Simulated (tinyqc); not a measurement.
Lattice vibrations of a chain, step by step. One step of it, computed by the program tinyqc.

Task: Frequencies. omega^2 are the eigenvalues; wavenumber = 521.4708 sqrt(eigenvalue) 1/cm.

D(q) (eV/(angstrom^2 u)):
```
,1,2,3
1,0.327539,-0.110643+0.003118i,-0.205522+0.049516i
2,-0.110643-0.003118i,0.372480,-0.266233+0.003084i
3,-0.205522-0.049516i,-0.266233-0.003084i,0.478962
```

Give: eigenvalues; wavenumbers; weights |e|^2 of the mass-weighted modes.

Result:

eigenvalues: 0.0015  0.4512  0.7263

wavenumbers (1/cm): 20.0  350.3  444.4

weights |e|^2 of the mass-weighted modes:
```
,mode 1,mode 2,mode 3
atom 1,0.3260,0.5907,0.0833
atom 2,0.3405,0.3890,0.2705
atom 3,0.3335,0.0203,0.6462
```
